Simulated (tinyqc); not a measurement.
Floating body of a partially depleted SOI transistor: body voltage and kink: two steps of the calculation.

Source at 0 V. Channel current Ic = 2 nf K Vt^2 [F(0) - F(Vd)](1 + la Vd), F(V) = ln^2(1 + exp((Vg - VT - nf V)/(2 nf Vt))), VT = VT0 - gb Vb. Saturation voltage Vs = 2 Vt sqrt(F(0)) + 3 Vt, excess Ve = (Vd - Vs + sqrt((Vd - Vs)^2 + 0.0004 V^2))/2, multiplication M1 = Ai Ve exp(-Bl/Ve). Each junction passes D(v) = J1 (exp(v/Vt) - 1) + J2 (exp(v/(2 Vt)) - 1). Bipolar current Ib = bb J1 (exp(Vb/Vt) - 1). The body settles where M1 (Ic + Ib) = D(Vb) + D(Vb - Vd) + Vb/Rb; drain current Id = (1 + M1)(Ic + Ib) - D(Vb - Vd).

Values chosen for this exercise; values of the order met in partially depleted silicon-on-insulator transistors: temperature T = 300 K; threshold at zero body voltage VT0 = 0.4 V; fall of the threshold per volt of body voltage gb = 0.16; slope factor nf = 1.49; gain factor per width K = 350 uA/(V^2 um); channel-length modulation factor la = 0.05 1/V; impact-ionisation prefactor Ai = 2.62 1/V; impact-ionisation voltage Bl = 6.8 V; diffusion saturation current of each junction J1 = 4.4e-12 uA/um; recombination saturation current of each junction J2 = 2.1e-9 uA/um; gain of the lateral bipolar transistor on the diffusion current bb = 1; resistance of a weak body tie to the source (1e9 stands for no tie, and the term is then dropped) Rb = 4e5 kohm um; gate voltage Vg = 0.8 V; drain voltage Vd = 2.2 V.

Constants: q = 1.602176634e-19 C, kB = 1.380649e-23 J/K, Vt = kB T/q. Results are converted to the units shown.

Problem 1. New Vb. Current into the body I_in = M1 (Ic + Ib) - D(Vb - Vd), current out I_out = D(Vb) + Vb/Rb; f = ln(I_in/I_out), s = df/dVb by central differences over 1e-5 V, Vb(new) = Vb - f/s.

Vb at the start = 0.77 V

Wanted: Ic; Ve; M1; I_in; I_out; f; s; Vb after iteration 1.

Solution 1.

Ic = 35.70 uA/um
Ve = 1.771 V
M1 = 0.09985
I_in = 7.351 uA/um
I_out = 37.93 uA/um
f = -1.641
s = -18.75 1/V
Vb after iteration 1 = 0.6825 V

Problem 2. Drain current with floating and with grounded body. Id and VT at the converged Vb, Id at Vb = 0, their ratio, and the bipolar share Ib/(Ic + Ib).

converged Vb = 0.71112103 V

Find: VT; Id, floating; Id, grounded; ratio; bipolar share.

Solution 2.

VT = 0.28622 V
Id, floating = 42.207 uA/um
Id, grounded = 23.495 uA/um
ratio = 1.7964
bipolar share = 10.148 %

The body rises to 0.711 V and lowers the threshold by 114 mV.

Range of the model: The multiplication law is an empirical form chosen for the exercise; self-heating and capacitive coupling to the body are left out, and the linear laws are rough once Vb passes about 0.7 V or M1 about 0.1.

Numbers from tinyqc (`OMP_NUM_THREADS=1 python tinyqc.py 2182142 2182143 out.jsonl`; about 0.2 s on one thread of a shared Intel Xeon 2.30GHz).
